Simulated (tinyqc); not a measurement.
Tight binding, kagome lattice, step by step. Computed by tinyqc, a small Python program that keeps every step. Settings: t1 = 0.61, t2 = 0.61, delta = 0, bands filled = 2. Command: `OMP_NUM_THREADS=1 python tinyqc.py 23036 23037 out.jsonl` (the two numbers bound the seeds that draw the settings). One thread of a shared host (Intel(R) Xeon(R) Processor @ 2.60GHz), about 0.01 s of CPU time with the checks.

## Bloch Hamiltonian at k

Parameters chosen for this model:
```
parameter     value                unit
t1         0.610000    eV, up triangles
t2         0.610000  eV, down triangles
delta             0        eV on site C
```

k point k (fractions of the reciprocal vectors): -0.1600  -0.1100

H_AB = -t1 - t2 exp(-i k.a1), H_AC = -t1 - t2 exp(-i k.a2), H_BC = -t1 - t2 exp(i k.(a1 - a2)), H_CC = delta.

H(k) at k (eV), lower triangle (Hermitian):
```
                 A                B       C
A           0.0000
B  -0.9369+0.5150i           0.0000
C  -1.0800+0.3888i  -1.1901-0.1885i  0.0000
```

## Levels at k

Diagonalise the Hermitian matrix.

eigenvalues (eV): -2.2822  1.0622  1.2200

weights |c|^2 of the basis functions:
```
   band 1  band 2  band 3
A  0.3207  0.6134  0.0659
B  0.3322  0.3588  0.3090
C  0.3471  0.0278  0.6251
```

## Bloch Hamiltonian at K

k point K (fractions of the reciprocal vectors): 0.3333  0.6667

As before.

H(k) at K (eV), lower triangle (Hermitian):
```
                 A                B       C
A           0.0000
B  -0.3050-0.5283i           0.0000
C  -0.3050+0.5283i  -0.3050-0.5283i  0.0000
```

## Levels at K

As before.

eigenvalues (eV): -0.6100  -0.6100  1.2200

## Bands along a path

The same steps at evenly spaced points between the labelled ones.

Bands along the path (eV):
```
k           band 1   band 2  band 3
G          -2.4400   1.2200  1.2200
G-K 0.25   -2.2766   1.0566  1.2200
G-K 0.50   -1.8300   0.6100  1.2200
G-K 0.75   -1.2200        0  1.2200
K          -0.6100  -0.6100  1.2200
K-M 0.25   -0.8627  -0.3573  1.2200
K-M 0.50   -1.0566  -0.1634  1.2200
K-M 0.75   -1.1784  -0.0416  1.2200
M          -1.2200        0  1.2200
M-K' 0.25  -1.1784  -0.0416  1.2200
M-K' 0.50  -1.0566  -0.1634  1.2200
M-K' 0.75  -0.8627  -0.3573  1.2200
K'         -0.6100  -0.6100  1.2200
```

With 2 band(s) filled, the highest filled level on these points lies at G and the lowest empty one at G-K 0.50: the bands touch or overlap, so there is no gap.
